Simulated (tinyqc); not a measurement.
Elastic trap-assisted tunnelling through a dielectric: one step of the calculation.

Emitter at x = 0 (Fermi level 0), collector at x = t (Fermi level -V), band edge U(x) = phi - F x, F = V/t. A trap at x has the energy E = U(x) - Et. With G(u) = (4/(3 F)) sqrt(mo/C) max(u, 0)^1.5, C = hbar^2/(2 m0): S1 = G(phi - E) - G(Et), S2 = G(Et) - G(phi - V - E), T1,2 = exp(-S1,2). The steady rate through one trap is nu T1 T2 (f1 - f2)/(T1 + T2), f1 = f(E), f2 = f(E + V), f(y) = 1/(1 + exp(y/Vt)); both contacts offer states at E.

Task. Rate through a trap near the best position. n equally spaced x from xa to xb, where nearly all of the current flows; J = q Nt times the integral of the rate, by Simpson's rule.

Inputs (values chosen for the exercise); dielectric values close to those of hafnium oxide:
- T = 300 K (temperature)
- phi = 1.47 eV (barrier above the emitter Fermi level)
- mo = 0.2 m0 (tunnelling mass)
- t = 7.7 nm (thickness)
- Et = 1.16 eV (trap depth below the band edge of the dielectric)
- Nt = 1.9e18 cm^-3 (trap density)
- nu = 1e14 1/s (attempt frequency)
- n = 9 (points of the grid)
- V = 1.49 V (voltage)
- xa = 1.82 nm (left end of the grid)
- xb = 4.25 nm (right end of the grid)

Constants: q = 1.602176634e-19 C, kB = 1.380649e-23 J/K, hbar = 1.054571817e-34 J s, m0 = 9.1093837015e-31 kg, Vt = kB T/q, hbar^2/(2 m0) = 0.0380998212 eV nm^2. Results are converted to the units shown.

Wanted: x; E; S1; S2; f1 - f2; rate; J.

Result.

```
point  x (nm)   E (eV)     S1     S2  f1 - f2  rate (1/s)
0       1.820  -0.0422   9.63  19.67   0.8364     2.395e5
1       2.124  -0.1010  11.36  19.36   0.9803     3.831e5
2       2.428  -0.1597  13.12  18.90   0.9979     6.167e5
3       2.731  -0.2185  14.91  18.33   0.9998     1.063e6
4       3.035  -0.2773  16.74  17.66    1.000     1.527e6
5       3.339  -0.3361  18.59  16.92    1.000     7.082e5
6       3.643  -0.3948  20.48  16.10    1.000     1.260e5
7       3.946  -0.4536  22.40  15.22    1.000     1.877e4
8       4.250  -0.5124  24.34  14.27    1.000        2685
```

J = 0.04153 A/cm^2

Range of the model: Phonon-assisted (inelastic) capture, chains of traps and a spread of trap depths are left out.

Program tinyqc, `OMP_NUM_THREADS=1 python tinyqc.py 2370052 2370053 out.jsonl`; Intel Xeon 2.30GHz, shared host, one thread, about 0.05 s.
